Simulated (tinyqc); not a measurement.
# Chemical vapour deposition: Grove model, boundary layer, depletion and step coverage, step by step

A worked calculation. Computed by tinyqc, a small Python program that keeps every step. Command: `OMP_NUM_THREADS=1 python tinyqc.py 3012276 3012277 out.jsonl cvd walk`. One thread of a shared host (Intel(R) Xeon(R) Processor @ 2.30GHz), about 0.01 s of CPU time with the checks. Intermediate numbers are printed to about 6 digits and carried at full precision; extremes and crossings named in words are read from the listed rows.

A precursor diffuses to the surface and reacts there at first order; each molecule that reacts adds one formula unit of film.

Inputs (values chosen for the exercise, close to those used for epitaxial silicon from a chlorosilane):
```
quantity                                            value                unit
prefactor k0 of k_s                               1.4e+07                cm/s
activation energy E                                  1.83                  eV
temperature T                                        1110                   C
total pressure p                                      760                torr
mole fraction of the precursor Y                   0.0037                   -
gas diffusivity D0 at 273.15 K and 760 torr          0.51              cm^2/s
film density N                                      5e+22  formula units/cm^3
precursor mass M                                      101                   u
trench width w                                      0.086                  um
aspect ratio of the trench                             18                   -
gas velocity U                                         82                cm/s
kinematic viscosity nu0 at 273.15 K and 760 torr     0.29              cm^2/s
susceptor length L                                     12                  cm
channel height b                                        7                  cm
```

Reactor: horizontal, atmospheric.

Constants: k_B = 1.380649e-23 J/K; u = 1.6605390666e-27 kg; k_B = 8.617333262e-05 eV/K.

## Gas-phase and surface constants

k_s = k0 exp(-E/(k_B T)); C_g = Y p/(k_B T), 1 torr = 133.322 Pa; D = D0 (T/273.15)^1.75 (760/p). Temperatures in kelvin are T(C) + 273.15. Mean speed c = sqrt(8 k_B T/(pi M)); reactive sticking probability beta = 4 k_s/c.

surface rate constant k_s = 3.00721 cm/s

precursor density C_g = 1.96320e+16 1/cm^3

gas diffusivity D = 8.71745 cm^2/s

mean speed c = 53846.9 cm/s

sticking probability beta = 2.23390e-04

## Boundary layer

nu = nu0 (T/273.15)^1.75 (760/p); Re = U L/nu; mean boundary layer delta = (2/3) L/sqrt(Re), at most b/2; h_g = D/delta.

Reynolds number Re = 198.508

boundary layer delta = 0.567807 cm

mass-transfer coefficient h_g = 15.3528 cm/s

## Growth rate at the inlet

Fluxes in series: C_s = C_g/(1 + k_s/h_g); growth rate G = k_s h_g/(k_s + h_g) C_g/N; 1 cm/s = 6e8 nm/min.

ratio k_s/h_g = 0.195874

C_s/C_g = 0.836209

growth rate G at the inlet = 592.413 nm/min

The surface reaction limits the rate, so temperature must be uniform.

## Depletion along the susceptor

Plug flow: U b dC/dx = -k_eff C with k_eff = k_s h_g/(k_s + h_g), so C falls as exp(-k_eff x/(U b)); the used share of the precursor is 1 - C(L)/C(0).

k_eff = 2.51466 cm/s

depletion length = 228.262 cm

rate at the outlet over rate at the inlet = 0.948787

rate at the outlet = 562.074 nm/min

5.1 % of the precursor is used.

## Reaction control against transport control

The formulas are those given above.

Rates:
```
T (C)  k_s (cm/s)  h_g (cm/s)  G (nm/min)  reaction limit (nm/min)  transport limit (nm/min)
910        0.2244     13.3918       60.78                    61.80                   3688.19
960        0.4646     13.8857      118.79                   122.76                   3669.15
1010       0.9089     14.3771      217.08                   230.81                   3650.97
1060       1.6908     14.8661      371.05                   413.25                   3633.56
1110       3.0072     15.3528      592.41                   708.45                   3616.88
1160       5.1380     15.8374      882.05                  1168.21                   3600.86
1210       8.4673     16.3198     1224.80                  1860.27                   3585.46
1260      13.5065     16.8002     1591.29                  2870.61                   3570.63
1310      20.9185     17.2786     1947.61                  4305.50                   3556.33
```

The apparent activation energy of G is 1.68 eV between the first rows and 0.85 eV between the last, against E = 1.83 eV. k_s passes h_g between 1260 and 1310 C, where control shifts from the surface to the gas. In the reaction limit the slope is E - k_B T, because C_g falls as 1/T; any further lowering comes from transport.

## Step coverage in a trench

In a long trench of width w and depth l = aspect ratio x w: Knudsen diffusivity D_K = (2w) c/3 (hydraulic diameter 2w), combined as 1/D_e = 1/D_K + 1/D; D_e d2C/dz2 = 2 k_s C/w with D_e dC/dz = -k_s C at the floor. With m = sqrt(2 k_s/(w D_e)): C(floor)/C(top) = 1/[cosh(m l) + (k_s/(D_e m)) sinh(m l)].

Knudsen diffusivity D_K = 0.308723 cm^2/s

effective diffusivity D_e = 0.298163 cm^2/s

modulus m l = 0.237078

step coverage = 0.971052

Wall collisions limit transport in the trench; then m l = aspect ratio x sqrt(3 beta)/2, 0.2330, whatever the width. Coverage is nearly conformal. Caution: the hydraulic-diameter form of D_K is rough for a slit.

Checks made by the program: step coverage against a numerical boundary-value solution (relative difference below 1e-10).
